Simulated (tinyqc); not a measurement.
Capacitance of parallel on-chip lines from Laplace's equation on a mesh: two steps of the calculation.

Cross-section of an endless row of equal lines between two grounded planes; neighbours are driven in antiphase (+1 V and -1 V), so the plane midway between two lines is at 0 V. By symmetry one quarter is solved: x runs from the centre of a line (column 0, mirror) to that midplane (column 4, 0 V), y from the mid-height of the line (row 0, mirror) to the ground plane (row 4, 0 V). The line fills columns 0 to 2 and rows 0 to 1 at 1 V. Cells beside the line (below row 1) have e2, cells above have e1. Each link between nodes has the conductance g = mean permittivity of the two cells beside it (a cell beyond a mirror counts as 0), and the free nodes obey sum g (V_neighbour - V) = 0.

Values chosen for this exercise: relative permittivity above and below the lines e1 = 2.7; relative permittivity between the lines e2 = 1; over-relaxation factor om = 1.

Task 1. Link conductances. gx[j, i] joins node (row j, column i) to column i + 1, gy[j, i] to row j + 1.

Wanted: gx; gy.

Result 1.

gx:
```
	col 0	col 1	col 2	col 3
row 0	0.50000	0.50000	0.50000	0.50000
row 1	1.8500	1.8500	1.8500	1.8500
row 2	2.7000	2.7000	2.7000	2.7000
row 3	2.7000	2.7000	2.7000	2.7000
row 4	1.3500	1.3500	1.3500	1.3500
```

gy:
```
	col 0	col 1	col 2	col 3	col 4
row 0	0.50000	1.0000	1.0000	1.0000	0.50000
row 1	1.3500	2.7000	2.7000	2.7000	1.3500
row 2	1.3500	2.7000	2.7000	2.7000	1.3500
row 3	1.3500	2.7000	2.7000	2.7000	1.3500
```

Task 2. Relaxation sweep. One sweep visits the free nodes row by row from row 0, left to right, and replaces V by V + om (weighted mean of the neighbours - V), using new values at once.

V at the start (V):
```
	col 0	col 1	col 2	col 3	col 4
row 0	1	1	1	0	0
row 1	1	1	1	0	0
row 2	0	0	0	0	0
row 3	0	0	0	0	0
row 4	0	0	0	0	0
```

gx:
```
	col 0	col 1	col 2	col 3
row 0	0.5	0.5	0.5	0.5
row 1	1.85	1.85	1.85	1.85
row 2	2.7	2.7	2.7	2.7
row 3	2.7	2.7	2.7	2.7
row 4	1.35	1.35	1.35	1.35
```

gy:
```
	col 0	col 1	col 2	col 3	col 4
row 0	0.5	1	1	1	0.5
row 1	1.35	2.7	2.7	2.7	1.35
row 2	1.35	2.7	2.7	2.7	1.35
row 3	1.35	2.7	2.7	2.7	1.35
```

Find: V after sweep 1.

Result 2.

V after sweep 1 (V):
```
	col 0	col 1	col 2	col 3	col 4
row 0	1.0000	1.0000	1.0000	0.2500	0.0000
row 1	1.0000	1.0000	1.0000	0.2838	0.0000
row 2	0.2500	0.3125	0.3281	0.1530	0.0000
row 3	0.0625	0.0938	0.1055	0.0646	0.0000
row 4	0.0000	0.0000	0.0000	0.0000	0.0000
```

tinyqc, about 1 s, one thread, Intel Xeon 2.30GHz (shared host): `OMP_NUM_THREADS=1 python tinyqc.py 2790202 2790203 out.jsonl`
